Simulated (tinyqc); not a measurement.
# Domain walls in a thin film with perpendicular anisotropy: Bloch, Neel and chiral walls, motion and stripe domains, step by step

A worked calculation. Computed by tinyqc, a small Python program that keeps every step. Command: `OMP_NUM_THREADS=1 python tinyqc.py 3008516 3008517 out.jsonl mwall walk`. One thread of a shared host (Intel(R) Xeon(R) Processor @ 2.30GHz), about 0.01 s of CPU time with the checks. Intermediate numbers are printed to about 7 digits and carried at full precision; extremes and crossings named in words are read from the listed rows.

One-dimensional wall: polar angle theta(x), azimuth phi of the moment in the wall (phi = 0 Neel, 90 degrees Bloch). mu_0 = 1.25663706212e-6 T m/A, gamma = 1.76085963023e11 rad/(s T).

Inputs (values chosen for the exercise, for a model film):

| quantity | value | unit |
|---|---|---|
| saturation magnetisation M_s | 1160 | kA/m |
| exchange stiffness A | 22 | pJ/m |
| uniaxial anisotropy K_u | 1250 | kJ/m^3 |
| DMI constant D | 0.42 | mJ/m^2 |
| thickness t | 1.6 | nm |
| damping alpha | 0.037 | - |
| current density J | 0.087 | 1e12 A/m^2 |
| spin Hall angle theta_SH | 0.17 | - |

Drive: spin-orbit torque.

Constants: hbar = 1.054571817e-34 J s; e = 1.602176634e-19 C.

## Width and energy of the Bloch wall

K_eff = K_u - mu_0 M_s^2/2; Delta = sqrt(A/K_eff); sigma_0 = 4 sqrt(A K_eff); profile theta = 2 arctan exp(x/Delta); quality factor Q = 2 K_u/(mu_0 M_s^2).

K_eff = 404.5346 kJ/m^3

width parameter Delta = 7.374516 nm

sigma_0 = 11.93299 mJ/m^2

quality factor Q = 1.478476

## Bloch or Neel

sigma(phi) = sigma_0 + 2 Delta K_D cos^2(phi) - pi D cos(phi), with the wall shape anisotropy K_D = N_x mu_0 M_s^2/2, N_x = t ln 2/(pi Delta). The minimum has cos(phi) = D/D_N for D < D_N = 4 Delta K_D/pi and phi = 0 beyond; sigma turns negative at D_c = (sigma_0 + 2 Delta K_D)/pi.

K_D = 40.47230 kJ/m^3

D_N = 0.3800157 mJ/m^2

azimuth phi = 0 degrees

wall energy sigma = 11.21045 mJ/m^2

D_c = 3.988396 mJ/m^2

A pure chiral Neel wall. D is 0.11 of D_c.

## Velocity under current

Spin-orbit drive: B_SL = hbar theta_SH J/(2 e M_s t) acts as the field (pi/2) B_SL cos(phi). Steady state: v = (gamma Delta/alpha)(pi/2) B_SL cos(phi) = gamma Delta [B_D sin(phi) - (B_K/2) sin(2 phi)], B_K = 2 K_D/M_s, B_D = pi D/(2 M_s Delta); the root with phi between its rest value and 90 degrees; v saturates at v_D = gamma Delta B_D.

B_SL = 2.622563 mT

azimuth in motion = 66.24175 degrees

velocity = 58.24738 m/s

saturation velocity v_D = 100.1465 m/s

v is 58 % of v_D: still rising with current. Caution: pinning, heating and tilting of the wall are left out.

## Velocity against current

The formulas are those given above.

Steady motion:

| J (1e12 A/m^2) | B_SL (mT) | phi (degrees) | v (m/s) | v at fixed rest phi (m/s) |
|---|---|---|---|---|
| 0.02 | 0.6029 | 43.76206 | 24.00389 | 33.236 |
| 0.05 | 1.5072 | 57.93798 | 44.10769 | 83.091 |
| 0.10 | 3.0144 | 68.19420 | 61.73015 | 166.182 |
| 0.20 | 6.0289 | 76.60428 | 77.00034 | 332.363 |
| 0.50 | 15.0722 | 83.79416 | 89.82179 | 830.908 |
| 1.00 | 30.1444 | 86.72899 | 94.82154 | 1661.817 |
| 2.00 | 60.2888 | 88.31986 | 97.44789 | 3323.633 |
| 5.00 | 150.7220 | 89.31692 | 99.05923 | 8309.084 |

The linear law holds to 5 % in 0 of the eight rows; in the last row v is 98.9 % of v_D = pi gamma D/(2 M_s), which depends on neither alpha nor theta_SH.

## Stripe domains

Dipolar length l = sigma/(mu_0 M_s^2); for t much smaller than the period the domain width is w = 0.955 t exp(pi l/t) (Kaplan and Gehring), given as log10 of w in nm.

dipolar length l = 6.629748 nm

log10 of the domain width in nm = 5.837543

Equilibrium domains are about 690000 nm wide.

## Raising D

The formulas are those given above.

Wall against D; the last column is the Kaplan-Gehring width, log10[0.955 t exp(pi sigma/(mu_0 M_s^2 t))/nm], with a dash where it falls below 10 Delta and the formula fails:

| D (mJ/m^2) | phi (degrees) | sigma (mJ/m^2) | sigma/sigma_0 | log10 domain width |
|---|---|---|---|---|
| 0.076 | 78.46352 | 11.90911 | 0.9979992 | 6.189880 |
| 0.190 | 60.00137 | 11.78377 | 0.9874952 | 6.126669 |
| 0.300 | 37.86669 | 11.56097 | 0.9688246 | 6.014313 |
| 0.800 | 0.00000 | 10.01664 | 0.8394076 | 5.235508 |
| 1.600 | 0.00000 | 7.50337 | 0.6287919 | 3.968065 |
| 2.400 | 0.00000 | 4.99009 | 0.4181763 | 2.700623 |
| 3.200 | 0.00000 | 2.47682 | 0.2075606 | - |
| 3.600 | 0.00000 | 1.22018 | 0.1022527 | - |

D_N is 10 % of D_c, so a small D fixes the chirality long before it lowers the energy much. Beyond D_N sigma falls by pi per unit of D, and the domain width, which has sigma in an exponent, drops by 3.5 decades over the valid rows (values above 6 mean a single domain in any device).

Checks made by the program: sigma_0 against the integral over the profile (relative difference below 1e-10).
